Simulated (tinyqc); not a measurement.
# Inputs raised by 2 %, one at a time

Model: domain walls in a thin film with perpendicular anisotropy: Bloch, Neel and chiral walls, motion and stripe domains. Computed by tinyqc, a small Python program. Command: `OMP_NUM_THREADS=1 python tinyqc.py 3002982 3002983 out.jsonl mwall sens`. One thread of a shared host (Intel(R) Xeon(R) Processor @ 2.30GHz), about 0.04 s of CPU time with the checks.

One-dimensional wall: polar angle theta(x), azimuth phi of the moment in the wall (phi = 0 Neel, 90 degrees Bloch). mu_0 = 1.25663706212e-6 T m/A, gamma = 1.76085963023e11 rad/(s T).

Inputs (values chosen for the exercise, for a model film): saturation magnetisation M_s = 1220 kA/m; exchange stiffness A = 22 pJ/m; uniaxial anisotropy K_u = 1620 kJ/m^3; DMI constant D = 0.12 mJ/m^2; thickness t = 1.2 nm; damping alpha = 0.15; field mu_0 H_z = 18 mT.

Drive: magnetic field.

Method:
- K_eff = K_u - mu_0 M_s^2/2; Delta = sqrt(A/K_eff); sigma_0 = 4 sqrt(A K_eff); profile theta = 2 arctan exp(x/Delta); quality factor Q = 2 K_u/(mu_0 M_s^2).
- sigma(phi) = sigma_0 + 2 Delta K_D cos^2(phi) - pi D cos(phi), with the wall shape anisotropy K_D = N_x mu_0 M_s^2/2, N_x = t ln 2/(pi Delta). The minimum has cos(phi) = D/D_N for D < D_N = 4 Delta K_D/pi and phi = 0 beyond; sigma turns negative at D_c = (sigma_0 + 2 Delta K_D)/pi.
- Field drive: steady motion v = gamma Delta B/alpha needs B = (alpha/2) [2 B_D sin(phi) - B_K sin(2 phi)] in size, B_K = 2 K_D/M_s, B_D = pi D/(2 M_s Delta), with phi moving from its rest value; the Walker field B_W is the largest value of |B_D sin(phi) - (B_K/2) sin(2 phi)| times alpha, reached at cos(phi) = [d - sqrt(d^2 + 8)]/4, d = B_D/B_K. Far above B_W/alpha, v = gamma Delta B alpha/(1 + alpha^2); this is used for all B above B_W.

Runs:
```
input moved                          from      to  wall energy sigma (mJ/m^2)  Walker field B_W (mT)  velocity at B_W (m/s)  velocity at B (m/s)
base run                                -       -                      15.454                 8.4338                 56.115               2.6354
saturation magnetisation M_s (kA/m)  1220  1244.4                      15.023                 8.2383                 56.392               2.7113
exchange stiffness A (pJ/m)            22   22.44                      15.609                 8.3507                 56.115               2.6617
uniaxial anisotropy K_u (kJ/m^3)     1620  1652.4                      15.817                 8.6310                 56.115               2.5752
DMI constant D (mJ/m^2)              0.12  0.1224                      15.451                 8.4981                 56.543               2.6354
thickness t (nm)                      1.2   1.224                      15.456                 8.5382                 56.810               2.6354
damping alpha                        0.15   0.153                      15.454                 8.6024                 56.115               2.6857
```

Exponents ln(y'/y) / ln(x'/x):
```
input                         wall energy sigma  Walker field B_W  velocity at B_W  velocity at B
saturation magnetisation M_s             -1.430            -1.184            0.248          1.433
exchange stiffness A                      0.502            -0.500            0.000          0.500
uniaxial anisotropy K_u                   1.173             1.167            0.000         -1.167
DMI constant D                           -0.009             0.384            0.384          0.000
thickness t                               0.005             0.622            0.622          0.000
damping alpha                             0.000             1.000            0.000          0.955
```

Which inputs matter most for each result?

Among the inputs moved here: wall energy sigma answers most in size to saturation magnetisation M_s (exponent -1.430), next to uniaxial anisotropy K_u (+1.173); its exponent is below 0.0005 for damping alpha. Walker field B_W answers most in size to saturation magnetisation M_s (exponent -1.184), and about equally to uniaxial anisotropy K_u (+1.167). Its exponent +1.000 in damping alpha: the damping torque of the moving wall balances the field torque. Velocity at B_W answers most in size to thickness t (exponent +0.622), next to DMI constant D (+0.384); its exponent is below 0.0005 for exchange stiffness A, uniaxial anisotropy K_u, damping alpha. Its exponent 0.000 in damping alpha: mobility and Walker field carry opposite powers of alpha. Velocity at B answers most in size to saturation magnetisation M_s (exponent +1.433), next to uniaxial anisotropy K_u (-1.167); its exponent is below 0.0005 for DMI constant D, thickness t.

Caution (all rows): below about 3 B_W/alpha the mean velocity lies above the far-field formula, by a factor of roughly 1 + (B_W/(alpha B))^2/2.
